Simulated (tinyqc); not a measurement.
What moves the results: heterojunction of two tight-binding chains. A value that a table varies takes the place of the one given here.

Left chain: hopping -t1, sites at 2 t1 (band bottom 0). Right chain: hopping -t2, sites at dE + 2 t2 (bottom dE). t = c/(m a^2), c = hbar^2/2m0. The bond across the interface is -tc with tc = f sqrt(t1 t2), and the last left site has the extra energy U. In a chain E = bottom + 2t (1 - cos(ka)); the surface Green function of a half chain is g = -exp(ika)/t, with Im k > 0 where cos(ka) > 1.

Constants: hbar^2/2m0 = 3.80998211 eV angstrom^2.

Inputs chosen for the exercise (masses and offset of the size met at InGaAs / InAlAs; the results hold for these values, not for the real material): a = 4 angstrom (site spacing); m1 = 0.045 m0 (mass on the left); m2 = 0.079 m0 (mass on the right); dE = 0.49 eV (band offset); f = 1 (factor on the interface hopping); U = 0 eV (extra energy on the last left site); E = 0.506 eV (electron energy).

## Transmission against energy, and which matching rule a chain obeys

Chain A is the junction as given; chain B has tc = sqrt(t1 t2) and U = 0; chain C has tc = t2 and U = t2 - t1, the finite-difference form of -d/dx (c/m) d/dx. Continuum formulas T = 4 x y/(x + y)^2 with parabolic k: x, y = k/m on each side (BenDaniel-Duke) or x, y = k (slope continuous).

T:
```
E - dE (eV),E (eV),chain A,chain B,chain C,k/m matched,k matched
0.002,0.492,0.2845,0.2845,0.1734,0.1752,0.2873
0.005,0.495,0.4111,0.4111,0.2595,0.2621,0.4148
0.010,0.500,0.5274,0.5274,0.3453,0.3486,0.5316
0.020,0.510,0.6542,0.6542,0.4486,0.4525,0.6586
0.050,0.540,0.8153,0.8153,0.6031,0.6075,0.8191
0.100,0.590,0.9108,0.9108,0.7190,0.7234,0.9135
0.200,0.690,0.9707,0.9707,0.8176,0.8218,0.9720
0.400,0.890,0.9962,0.9962,0.8885,0.8924,0.9965
```

What can be read from the table?

Chain C follows the k/m rule within 0.0044 and chain B the plain k rule within 0.0044, while the two rules differ by up to 0.2116: in B the self-energy of the right side is -t1 exp(i k2 a), so only k2 enters, and in C it is -t2 exp(i k2 a), which carries 1/m2. Chain A is chain B here.

## When the interface binds a state

A state below both bands solves E - 2 t1 - U - S1(E) - S2(E) = 0 for E < 0, with S1 = -t1 z1, S2 = -(tc^2/t2) z2 and |z| < 1 the decaying root of z + 1/z = 2 - (E - bottom)/t. Decay lengths -a/ln|z|. The threshold is the U that solves the equation at E = 0. A dash: no bound state.

Interface state:
```
U (eV),E (eV),decay left (angstrom),decay right (angstrom)
-0.52,-,-,-
-1.05,-,-,-
-1.57,-,-,-
-1.92,-0.0051,129.2,9.9
-2.27,-0.0384,47.0,9.6
-2.79,-0.1252,26.0,8.9
-3.49,-0.2913,17.1,7.9
-5.24,-0.8946,9.8,6.0
```

threshold U = -1.7464 eV

What can be read from the table?

The step pushes the state out, so an attraction must exceed 1.7464 eV to bind; 5 of the 8 rows are bound. At U = -5.24 eV the state decays over 9.8 angstrom to the left and 6.0 to the right, where the band lies higher.

## What each parameter does

T = 4 Im(S1) Im(S2) |G|^2 with G = 1/(E - 2 t1 - U - S1 - S2), S1 = -t1 exp(i k1 a), S2 = -(tc^2/t2) exp(i k2 a). Each row changes one parameter from the base and keeps the others.

Results:
```
case,T,k1 a,k2 a
base,0.6129,0.3105,0.0729
m1 = 0.054 m0,0.5775,0.3404,0.0729
m2 = 0.0948 m0,0.6479,0.3105,0.0798
dE = 0.44 eV,0.8727,0.3105,0.1481
f = 0.9,0.4690,0.3105,0.0729
U = 0.2 eV,0.6214,0.3105,0.0729
a = 3.2 angstrom,0.6145,0.2480,0.0583
```

How do the results move?

The largest shifts from the base row, up to three for each result and ties (the steps differ in size, so this ranks the rows, not the parameters). T: dE +0.2598, f -0.1440, m1 -0.0354. k1 a: a -0.0625, m1 +0.0299; unchanged at the printed digits by m2, dE, f and U. k2 a: dE +0.0752, a -0.0146, m2 +0.0070; unchanged at the printed digits by m1, f and U.

tinyqc: `OMP_NUM_THREADS=1 python tinyqc.py 1452325 1452326 out.jsonl`; about 0.01 s, one thread, shared Intel(R) Xeon(R) Processor @ 2.30GHz.
